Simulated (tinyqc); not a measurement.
Gain spectrum: optical gain and spontaneous emission in a bulk direct-gap semiconductor.

Parabolic bands, vertical transitions, no excitons. For each hole band j: mr = me mj/(me + mj); joint density of states J_j(E) = (mr/c)^(3/2) sqrt(E - Eg)/(2 pi^2), both spins, c = hbar^2/2m0; averaged matrix element |e.p|^2 = m0 Ep/6; alpha_j(E) = 4 pi^2 alpha_f c Ep J_j/(3 nr E) in 1/angstrom (alpha_f the fine-structure constant, listed as alpha among the constants), times 1e8 for 1/cm.

F_j(eta) = (1/Gamma(j + 1)) integral_0^infinity x^j dx/(1 + exp(x - eta)), which tends to exp(eta) for eta << 0.

Quasi-Fermi levels: n = Nc F_1/2(Fc/kT) and p = Nv F_1/2(Fv/kT), Fc counted up from the conduction edge and Fv down from the valence edge; Nc, Nv from N = 2 (m kB T/(4 pi c))^(3/2) with c = hbar^2/2m0, in 1/angstrom^3; times 1e24 for 1/cm^3, with me and (mhh^(3/2) + mlh^(3/2))^(2/3).

For band j the electron sits at Ee = (E - Eg) mr/me above its edge and the hole at Eh = (E - Eg) mr/mj; fe = 1/(1 + exp((Ee - Fc)/kT)), fh = 1/(1 + exp((Eh - Fv)/kT)); gain g = sum_j alpha_j (fe + fh - 1).

Constants: hbar^2/2m0 = 3.80998211 eV angstrom^2; fine-structure constant alpha = 0.007297352564; kB = 8.617333262e-05 eV/K.

Inputs chosen for the exercise (near those of GaAs; not measured data): Eg = 1.459 eV (direct gap); me = 0.0689 m0 (electron mass); mhh = 0.483 m0 (heavy-hole mass); mlh = 0.0792 m0 (light-hole mass); Ep = 26.4 eV (Kane energy); nr = 3.6 (refractive index); T = 350 K; n = 1.5e+18 1/cm^3 (injected density, n = p).

At the density n.

Spectrum:
```
E - Eg (eV)  alpha, empty (1/cm)  fe, heavy  fh, heavy  g (1/cm)
0.005                       1931      0.847      0.120       -63
0.010                       2722      0.828      0.118      -145
0.020                       3824      0.782      0.113      -380
0.030                       4652      0.729      0.109      -703
0.045                       5640      0.635      0.103     -1348
0.060                       6449      0.530      0.098     -2165
0.080                       7349      0.387      0.091     -3437
0.100                       8112      0.261      0.084     -4775
0.130                       9074      0.129      0.075     -6624
0.170                      10122      0.044      0.064     -8561
0.220                      11171      0.011      0.053    -10258
```

Fc + Fv = -0.0034 eV

What does the comparison show?

No listed energy has gain; the carriers only bleach the edge. At 0.220 eV above the gap g is -0.92 times the absorption of the empty crystal, whose limit is -1.

Computed by tinyqc, a small Python program: `OMP_NUM_THREADS=1 python tinyqc.py 1652489 1652490 out.jsonl` (the numbers bound the seed that draws the inputs); one thread of a shared host (Intel(R) Xeon(R) Processor @ 2.30GHz), about 0.07 s for the whole set of steps.
